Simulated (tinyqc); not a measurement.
From results back to parameters: two-band massive Dirac model of the K valleys. Four cases, with inputs chosen for the exercise.

Problem. In the valley model H = [[D/2, a t (kx - i ky)], [a t (kx + i ky), -D/2 + lam sz]], sz = +/-1, a t is hbar v. The gaps of the two spins, A and B, are G = D - lam and D + lam, the band-edge mass of A is c (D - lam)/(a t)^2, c = hbar^2/2m0, and its Berry curvature at the edge is 2 (a t)^2/G^2 in size. The values below come from hidden D, lam and t.

Constants: hbar^2/2m0 = 3.80998211 eV angstrom^2.

Case 1.

Values chosen (out of a larger set: near those used for monolayer MoSe2; not measured data): a = 3.315 angstrom (lattice constant).

gaps (eV): A 1.2810, B 1.4790

mass of A = 0.560693 m0

Case 2.

Values chosen (out of a larger set: near those used for monolayer MoS2; not measured data): a = 3.198 angstrom (lattice constant).

gaps (eV): A 1.5750, B 1.7450

mass of A = 0.436044 m0

Case 3.

Values chosen (out of a larger set: near those used for monolayer WS2; not measured data): a = 3.2 angstrom (lattice constant).

gaps (eV): A 1.5900, B 2.0100

mass of A = 0.285296 m0

Case 4.

Values chosen (out of a larger set: near those used for monolayer WSe2; not measured data): a = 3.317 angstrom (lattice constant).

gaps (eV): A 1.4850, B 1.9350

mass of A = 0.357105 m0

Find: D, lam, t; |Omega| at the A edge.

Solution. The mean of the gaps is D and half their difference lam; a t = sqrt(c G_A/m). The curvature 2 (a t)^2/G^2 equals 2c/(m G).

Case 1.

D, lam, t (eV): 1.380  0.099  0.890

|Omega| at the A edge = 10.609 angstrom^2

Case 2.

D, lam, t (eV): 1.660  0.085  1.160

|Omega| at the A edge = 11.095 angstrom^2

Case 3.

D, lam, t (eV): 1.800  0.210  1.440

|Omega| at the A edge = 16.798 angstrom^2

Case 4.

D, lam, t (eV): 1.710  0.225  1.200

|Omega| at the A edge = 14.369 angstrom^2

Computed by tinyqc, one run a case: `OMP_NUM_THREADS=1 python tinyqc.py N N+1 out.jsonl` with N = 1451085, 1451136, 1451275, 1451369; one thread of a shared Intel(R) Xeon(R) Processor @ 2.30GHz, about 0.01 s a run at most.
